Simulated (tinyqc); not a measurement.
Coherent transport through a tight-binding region between two chains, step by step. Computed by tinyqc, a small Python program that keeps every step. Settings: temperature = 4, mu = 0.24. Command: `OMP_NUM_THREADS=1 python tinyqc.py 26072 26073 out.jsonl` (the two numbers bound the seeds that draw the settings). One thread of a shared host (Intel(R) Xeon(R) Processor @ 2.60GHz), about 0.2 s of CPU time with the checks.

## Transmission at E = -0.25 eV

H of the central region (eV):
```
[[0.00000, -1.83000, 0.00000, 0.00000, 0.00000, 0.00000],
 [-1.83000, 0.35000, -0.74000, 0.00000, 0.00000, 0.00000],
 [0.00000, -0.74000, 0.35000, -1.27000, 0.00000, 0.00000],
 [0.00000, 0.00000, -1.27000, 0.35000, -1.27000, 0.00000],
 [0.00000, 0.00000, 0.00000, -1.27000, 0.35000, -1.27000],
 [0.00000, 0.00000, 0.00000, 0.00000, -1.27000, 0.00000]]
```

Leads: semi-infinite chains with site energy 0:
```
parameter                           value
lead hopping t (eV)              2.850000
coupling to the left lead (eV)   0.370000
coupling to the right lead (eV)  0.790000
left contact site                       1
right contact site                      6
```

E = -0.25000 eV

Surface Green function g = (E - i sqrt(4 t^2 - E^2)) / (2 t^2); self-energy tc^2 g on each contact site; G = (E - H - Sigma)^(-1); Gamma = -2 Im Sigma; T = Gamma_L Gamma_R |G_LR|^2; local density of states -Im G_ii / pi.

g = -0.01539-0.35054i 1/eV

G (1/eV):
```
[[0.31573-0.06871i, 0.58741-0.01759i, -0.30450+0.15565i, -0.48613+0.08378i, 0.07483-0.11607i, 0.52149-0.13862i],
 [0.58741-0.01759i, 0.07911-0.01779i, -0.03717+0.02907i, -0.06365+0.02410i, 0.00709-0.01769i, 0.06701-0.03245i],
 [-0.30450+0.15565i, -0.03717+0.02907i, 0.72289-0.36136i, 1.15058-0.18766i, -0.17931+0.27270i, -1.23529+0.31649i],
 [-0.48613+0.08378i, -0.06365+0.02410i, 1.15058-0.18766i, 0.58067-0.10270i, -0.08884+0.13914i, -0.62264+0.16843i],
 [0.07483-0.11607i, 0.00709-0.01769i, -0.17931+0.27270i, -0.08884+0.13914i, 0.13733-0.20697i, 0.94113-0.23692i],
 [0.52149-0.13862i, 0.06701-0.03245i, -1.23529+0.31649i, -0.62264+0.16843i, 0.94113-0.23692i, 1.06727-0.28036i]]
```

local density of states (1/eV): [0.02187, 0.00566, 0.11502, 0.03269, 0.06588, 0.08924]

transmission = 0.01223

## Transmission across the band

The same steps on a grid of energies.

T(E):
```
E (eV)             T
-5.4150000  5.96e-11
-4.8735000  6.37e-10
-4.3320000  4.71e-09
-3.7905000  3.87e-08
-3.2490000  4.45e-07
-2.7075000  1.05e-05
-2.1660000   0.00219
-1.6245000   0.74527
-1.0830000   0.00999
-0.5415000   0.14939
0.0000000    0.00493
0.5415000    0.00670
1.0830000    0.04917
1.6245000    0.00828
2.1660000    0.06215
2.7075000    0.00122
3.2490000   6.27e-06
3.7905000   2.73e-07
4.3320000   2.29e-08
4.8735000   2.43e-09
5.4150000   1.92e-10
```

levels of the isolated region (eV): [-1.94663, -1.60589, -0.53353, 0.94749, 2.03411, 2.50443]

## Current

I = (2e/h) int T(E) [f(E - mu - V/2) - f(E - mu + V/2)] dE at 4 K with mu = 0.24 eV, the bias not changing H; 2e^2/h = 77.48092 microsiemens; the integral runs over the band on 4001 points.

Current:
```
V (volt)  I (microampere)
0.01000           0.00311
0.05000           0.01557
0.10000           0.03118
0.20000           0.06308
0.40000           0.13228
0.80000           0.33119
```
